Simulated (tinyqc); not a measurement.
Off-state leakage of single and stacked transistors: subthreshold current against the height of the stack.

n-channel devices of unit width. Subthreshold current I(Vg, Vs, Vd) = I0 (T/300 K)^0.5 exp[(Vg - Vs - VT(T) - gb (Vs - Vb) + dd (Vd - Vs))/(nf Vt)] (1 - exp(-(Vd - Vs)/Vt)), VT(T) = VT - cT (T - 300 K). Gate-edge tunnelling Ig (Vd/1 V) exp(ag (Vd - 1 V)), for a gate at 0 V, and band-to-band leakage Ab u exp(-Bb/u), u = Vd - Vb + 1 V, flow at a drain held at V; both are taken as independent of T. In a stack of off transistors (all gates at 0 V) the same subthreshold current passes through each.

All n gates at 0 V, bottom source at 0 V, top drain at V; node voltages follow from equal currents.

Parameters, values chosen for the exercise; values of the order met in bulk silicon logic transistors:
```
symbol,value,unit,meaning
T,398,K,temperature
V,0.8,V,supply voltage
VT,0.42,V,"threshold at 300 K, zero drain and body bias"
cT,0.6,mV/K,fall of the threshold with temperature
I0,0.92,uA/um,current at threshold at 300 K
nf,1.33,,slope factor
dd,0.13,,drain-induced lowering per volt
gb,0.22,,rise of the threshold per volt of source-body bias
Vb,-0.3,V,body voltage
```

Constants: q = 1.602176634e-19 C, kB = 1.380649e-23 J/K, Vt = kB T/q. Results are converted to the units shown.

Results:

| n | I (nA/um) | reduction factor | drain voltage of the bottom device (mV) | source voltage of the top device (mV) | voltage across the top device (V) |
|---|---|---|---|---|---|
| 1 | 0.8872 | 1.000 | 800.0 | 0 | 0.8000 |
| 3 | 0.05028 | 17.65 | 24.89 | 96.99 | 0.7030 |
| 4 | 0.03353 | 26.46 | 14.99 | 110.7 | 0.6893 |
| 5 | 0.02512 | 35.32 | 10.72 | 120.4 | 0.6796 |
| 6 | 0.02007 | 44.21 | 8.343 | 128.0 | 0.6720 |

Estimate the missing row, n = 2.

Computed row:

| n | I (nA/um) | reduction factor | drain voltage of the bottom device (mV) | source voltage of the top device (mV) | voltage across the top device (V) |
|---|---|---|---|---|---|
| 2 | 0.09914 | 8.949 | 74.05 | 74.05 | 0.7259 |

With this row back in the table: The second transistor cuts the current by a factor of 8.95, the third by a further 1.97 and the sixth by 1.25. The top device keeps 84.0 % of the supply at n = 6, while the drain voltage of the bottom one falls to 0.243 Vt.

Computed by the program tinyqc: `OMP_NUM_THREADS=1 python tinyqc.py 2242008 2242009 out.jsonl`, one thread of a shared Intel Xeon 2.30GHz, about 0.03 s for the whole run.
